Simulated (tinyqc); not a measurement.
Classical Heisenberg spin chain: exact results, Metropolis, heat-bath and over-relaxation steps, and a Monte Carlo run: one step, computed by the program tinyqc. Command: `OMP_NUM_THREADS=1 python tinyqc.py 3130038 3130039 out.jsonl heismc walk`. One thread of a shared host (Intel(R) Xeon(R) Processor @ 2.30GHz), about 0.3 s of CPU time with the checks.

E = -J sum_i s_i . s_(i+1) for unit vectors s_i on an open chain; K = J/(k_B T).

Task: Exact results. Each bond angle is independent, so u = <s_i . s_(i+1)> = coth K - 1/K, <s_i . s_(i+n)> = u^n, correlation length xi = -1/ln|u|, energy per bond -J u, heat capacity per bond c/k_B = 1 - K^2/sinh^2 K, and for the long chain chi = mu^2 (1 + u)/(3 k_B T (1 - u)) per spin.

Inputs (values chosen for the exercise, for a model chain of large moments): coupling J = 9.3 meV; temperature T = 28.5 K; moment mu = 5.3 mu_B.

Constants: k_B = 8.617333262e-05 eV/K; mu_B = 5.7883818060e-05 eV/T.

Give: K; u; xi; energy per bond; heat capacity; chi over the Curie value; chi.

Result:

K = 3.787

u = 0.7369

xi = 3.276 sites

energy per bond = -6.854 meV

heat capacity = 0.9705 k_B/bond

chi over the Curie value = 6.603

chi = 1.457 mu_B/T per spin

For |K| >> 1, |u| = 1 - 1/|K| and xi = |K| - 1/2 = 3.29: the chain orders only at T = 0, and c tends to k_B, not to zero, a failure of classical spins.
